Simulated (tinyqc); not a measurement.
# Isotype n-N heterojunction, non-linear Poisson equation by Newton steps, Boltzmann statistics: two studies

One dimension, material 1 (n-type) at x < 0 and material 2 (n-type) at x > 0. Band edges: Ec = -psi in material 1 and -psi + dEc in material 2, Ev = Ec - Eg. Equilibrium, Fermi level at 0. n = Nc F((EFn - Ec)/Vt), p = Nv F((Ev - EFp)/Vt), with F(eta) = exp(eta) (Boltzmann statistics); full ionisation, no interface charge, classical densities; the doping types are chosen for the exercise.

Values chosen for this exercise; band and dielectric values close to those of CdS and CdTe:

| symbol | value | unit | meaning |
|---|---|---|---|
| T | 400 | K | temperature |
| Eg1 | 2.44 | eV | band gap of material 1 |
| er1 | 8.87 |  | relative permittivity of material 1 |
| Nc1 | 3.45e18 | cm^-3 | conduction-band density of states of material 1 |
| Nv1 | 2.73e19 | cm^-3 | valence-band density of states of material 1 |
| Eg2 | 1.52 | eV | band gap of material 2 |
| er2 | 10.2 |  | relative permittivity of material 2 |
| Nc2 | 1.24e18 | cm^-3 | conduction-band density of states of material 2 |
| Nv2 | 2.73e19 | cm^-3 | valence-band density of states of material 2 |
| dEc | 0.11 | eV | conduction-band offset Ec2 - Ec1 |
| N1 | 6.4e16 | cm^-3 | donor density of material 1 |
| N2 | 5.8e16 | cm^-3 | donor density of material 2 |
| V | 0 | V | bias of side 1 against side 2 |

Constants: q = 1.602176634e-19 C, kB = 1.380649e-23 J/K, Vt = kB T/q, eps0 = 8.8541878128e-14 F/cm where lengths are in cm. Results are converted to the units shown.

Each table varies one quantity; the others keep the values above.

## Effect of the donor density of material 2

Exact first integral: on each side D^2/(2 eps0 er) = G, G = q [Vt (nI_j - nI_b) + Vt (pI_j - pI_b) - C (psi_j - psi_b)], with C = +N1 or +N2, b the neutral end of that side, and nI, pI the densities themselves. D is continuous, so er1 G1(psi_j) = er2 G2(psi_j) fixes psi_j. Ends from Nc1 F(psi_L/Vt) = N1 and Nc2 F((V + psi_R - dEc)/Vt) = N2. D is counted positive when psi rises towards material 2.

Effect of the donor density of material 2:

| N2 (cm^-3) | psi_R - psi_L (V) | psi_j - psi_L (V) | psi_R - psi_j (V) | D/q (cm^-2) | n_j in 1 (cm^-3) | n_j in 2 (cm^-3) |
|---|---|---|---|---|---|---|
| 2.9e15 | 0.03862 | 0.006208 | 0.03241 | 1.931e10 | 7.663e16 | 1.133e15 |
| 5.5e15 | 0.06068 | 0.01175 | 0.04893 | 3.759e10 | 9.001e16 | 1.330e15 |
| 1e16 | 0.08129 | 0.01862 | 0.06267 | 6.172e10 | 1.098e17 | 1.623e15 |
| 2e16 | 0.1052 | 0.02892 | 0.07626 | 1.014e11 | 1.481e17 | 2.189e15 |
| 3.7e16 | 0.1264 | 0.04030 | 0.08608 | 1.507e11 | 2.060e17 | 3.045e15 |
| 7e16 | 0.1484 | 0.05430 | 0.09406 | 2.209e11 | 3.092e17 | 4.570e15 |
| 1.3e17 | 0.1697 | 0.06985 | 0.09985 | 3.140e11 | 4.855e17 | 7.176e15 |
| 2.5e17 | 0.1922 | 0.08804 | 0.1042 | 4.486e11 | 8.230e17 | 1.216e16 |

As N2 goes from 2.9e15 to 2.5e17, the total bending rises from 0.0386 to 0.192 V and the sheet charge D/q rises from 1.93e10 to 4.49e11 cm^-2; the share of the bending in material 1 rises from 16.1 to 45.8 %. In every row electrons move into material 1, which accumulates, while the other side depletes.

## Effect of the donor density of material 1

Same model as above.

Results:

| N1 (cm^-3) | psi_R - psi_L (V) | psi_j - psi_L (V) | psi_R - psi_j (V) | D/q (cm^-2) | n_j in 1 (cm^-3) | n_j in 2 (cm^-3) |
|---|---|---|---|---|---|---|
| 3.2e15 | 0.2451 | 0.1356 | 0.1095 | 2.236e11 | 1.637e17 | 2.420e15 |
| 6.9e15 | 0.2187 | 0.1111 | 0.1075 | 2.208e11 | 1.734e17 | 2.563e15 |
| 3.2e16 | 0.1658 | 0.06685 | 0.09892 | 2.084e11 | 2.226e17 | 3.289e15 |
| 6.9e16 | 0.1393 | 0.04826 | 0.09103 | 1.964e11 | 2.798e17 | 4.135e15 |
| 1.5e17 | 0.1125 | 0.03262 | 0.07990 | 1.787e11 | 3.864e17 | 5.711e15 |
| 3.2e17 | 0.08640 | 0.02061 | 0.06580 | 1.544e11 | 5.818e17 | 8.599e15 |
| 6.9e17 | 0.05992 | 0.01153 | 0.04838 | 1.210e11 | 9.642e17 | 1.425e16 |

Estimate the missing row, N1 = 1.5e16 cm^-3.

Computed row:

| N1 (cm^-3) | psi_R - psi_L (V) | psi_j - psi_L (V) | psi_R - psi_j (V) | D/q (cm^-2) | n_j in 1 (cm^-3) | n_j in 2 (cm^-3) |
|---|---|---|---|---|---|---|
| 1.5e16 | 0.1919 | 0.08774 | 0.1041 | 2.160e11 | 1.913e17 | 2.827e15 |

With this row back in the table: As N1 goes from 3.2e15 to 6.9e17, the total bending falls from 0.245 to 0.0599 V and the sheet charge D/q falls from 2.24e11 to 1.21e11 cm^-2; the share of the bending in material 1 falls from 55.3 to 19.2 %. In every row electrons move into material 1, which accumulates, while the other side depletes.

Numbers from tinyqc (`OMP_NUM_THREADS=1 python tinyqc.py 2040094 2040095 out.jsonl`; about 0.02 s on one thread of a shared Intel Xeon 2.30GHz).
